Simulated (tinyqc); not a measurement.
Ionisation constants from two fields.

Problem. alpha_n = an exp(-bn/E). Find bn and an.

alpha_n at 233 and 433 kV/cm (1/cm): 3190.6440  38023.091

Solution. ln alpha is a straight line in 1/E with slope -bn and intercept ln an.

bn = 1.25e6 V/cm
an = 6.82e5 1/cm

Numbers from tinyqc (`OMP_NUM_THREADS=1 python tinyqc.py 2120039 2120040 out.jsonl`; about 0.06 s on one thread of a shared Intel Xeon 2.30GHz).
